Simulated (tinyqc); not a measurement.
Collinear exchange A + BC -> AB + C on a London-Eyring-Polanyi-Sato surface: saddle, string of images and rate: one step, computed by the program tinyqc. Command: `OMP_NUM_THREADS=1 python tinyqc.py 3113692 3113693 out.jsonl leps walk`. One thread of a shared host (Intel(R) Xeon(R) Processor @ 2.30GHz), about 0.04 s of CPU time with the checks.

x = r(AB), y = r(BC), r(AC) = x + y. V is counted from separated atoms, the barrier from A + BC, that is V + D(BC).

Question. Frequencies at the saddle. Wilson matrix G = [[1/m_A + 1/m_B, -1/m_B], [-1/m_B, 1/m_B + 1/m_C]]; eigenvalues lambda of G H give nu = 15.6333042 THz x sqrt(|lambda|), the negative one being imaginary. Reactant: nu_BC from k = 2 D beta^2 and 1/m_B + 1/m_C. Skew angle: cos = sqrt(m_A m_C/((m_A + m_B)(m_B + m_C))).

Inputs (values chosen for the exercise, bond data loosely for abstraction of hydrogen from a Ge-H bond by a hydrogen atom; the barrier is not fitted):

| quantity | value | unit |
|---|---|---|
| D(BC) | 3.71 | eV |
| beta(BC) | 1.45 | 1/angstrom |
| mass of A | 1.008 | u |
| mass of B | 1.008 | u |
| mass of C | 72.6 | u |

Hessian (eV/angstrom^2):
```
          x         y
x  -1.05535   3.56735
y   3.56735  10.49020
```

Constants: nu for 1 eV/(angstrom^2 u) = 15.6333042 THz.

Give: imaginary frequency; real frequency at the saddle; nu_BC; skew angle.

Answer.

imaginary frequency = 32.28 THz

real frequency at the saddle = 37.14 THz

nu_BC = 61.93 THz

skew angle = 45.39 degrees
